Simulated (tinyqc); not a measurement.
Haynes-Shockley experiment: drift, diffusion and decay of a minority-carrier pulse: one step, computed by the program tinyqc.

A thin sheet of excess carriers is made at x = 0, t = 0 in a long uniform bar; injection is low, so the pulse moves with the minority mobility.

Task: The signal at the collector. dn(x, t) = N0/sqrt(4 pi D t) exp(-(x - v t)^2/(4 D t) - t/tau). At fixed x the signal peaks where d ln(dn)/dt = 0: a t^2 + t/2 - x^2/(4 D) = 0 with a = v^2/(4 D) + 1/tau. The full width at half maximum is found by solving dn(x, t) = peak/2 on both sides of the peak.

Inputs (values chosen for the exercise, modelled on electrons in p-type germanium in a lightly doped bar): lifetime tau = 410 microsecond; temperature T = 330 K; distance d to the collector = 0.53 cm; injected sheet density N0 = 2.6e+10 1/cm^2.

drift velocity v = 20655 cm/s

D = 115.1707 cm^2/s

Give: time of the peak t_p; peak density; width at half maximum.

Result:

time of the peak t_p = 25.36 microsecond

peak density = 1.272e+11 1/cm^3

width at half maximum = 8.688 microsecond
